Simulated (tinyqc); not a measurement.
Nanowire ballistic transistor, top-of-the-barrier model: effect of the temperature.

At the top of the source barrier, states moving towards the drain are filled by the source (Fermi level 0) and states moving back by the drain (Fermi level -q Vd); nothing scatters. U is the shift of the band edge there, set by the capacitances CG, CD and CS (the total) and by the charge. Parabolic one-dimensional subbands; the source is grounded.

N0 = gv sqrt(2 m kB T/pi)/hbar, CG = 2 pi eps0 eox/ln(1 + 2 tox/d), CS = CG/aG, n0 = n at U = 0 and Vd = 0. eta1 = -(E0 + U)/Vt, eta2 = eta1 - Vd/Vt, n = (N0/2)[F_(-1/2)(eta1) + F_(-1/2)(eta2)], F_(-1/2)(x) = (1/sqrt(pi)) int_0^infinity u^(-1/2)/(1 + exp(u - x)) du. Each F is summed over the two subbands, F(eta) + F(eta - dE/Vt), which share the mass. U = UL + q (n - n0)/CS with UL = -(aG Vg + aD Vd), energies in eV. I = gv (2 q^2/h) Vt [ln(1 + exp eta1) - ln(1 + exp eta2)], summed over both subbands. CQ = (q/Vt) dn/d(eta1). E0 is held fixed.

Parameters, values chosen for the exercise; mass and valleys close to those of a monolayer dichalcogenide: effective mass m = 0.497 m0; valley degeneracy gv = 2; relative permittivity of the gate insulator eox = 16; insulator thickness tox = 1.5 nm; wire diameter d = 6 nm; offset of a second subband (0: none) dE = 0.17 eV; gate control CG/CS aG = 0.88; drain control CD/CS aD = 0.044; band edge at the barrier top above the source Fermi level at zero bias E0 = 0.26 eV; gate voltage Vg = 0.8 V; drain voltage Vd = 0.8 V.

Constants: q = 1.602176634e-19 C, kB = 1.380649e-23 J/K, hbar = 1.054571817e-34 J s, h = 6.62607015e-34 J s, m0 = 9.1093837015e-31 kg, Vt = kB T/q, eps0 = 8.8541878128e-14 F/cm where lengths are in cm. Results are converted to the units shown.

Effect of the temperature:

| T (K) | eta1 | n (cm^-1) | I (uA) | mean velocity I/(q n) (cm/s) | CQ/CS |
|---|---|---|---|---|---|
| 50 | 77.53 | 2.260e7 | 77.19 | 2.132e7 | 0.3102 |
| 77 | 50.35 | 2.260e7 | 77.20 | 2.132e7 | 0.3105 |
| 120 | 32.31 | 2.259e7 | 77.22 | 2.134e7 | 0.3111 |
| 180 | 21.55 | 2.257e7 | 77.26 | 2.137e7 | 0.3125 |
| 240 | 16.17 | 2.253e7 | 77.32 | 2.141e7 | 0.3148 |
| 300 | 12.95 | 2.249e7 | 77.41 | 2.148e7 | 0.3179 |
| 360 | 10.80 | 2.244e7 | 77.53 | 2.156e7 | 0.3214 |
| 420 | 9.270 | 2.238e7 | 77.70 | 2.167e7 | 0.3249 |

As T goes from 50 to 420 K, n falls from 2.26e7 to 2.24e7 cm^-1, the mean velocity rises from 2.13e7 to 2.17e7 cm/s and the current rises from 77.2 to 77.7 uA. CQ/CS goes from 0.31 to 0.32.

tinyqc, about 0.05 s, one thread, Intel Xeon 2.30GHz (shared host): `OMP_NUM_THREADS=1 python tinyqc.py 2400009 2400010 out.jsonl`
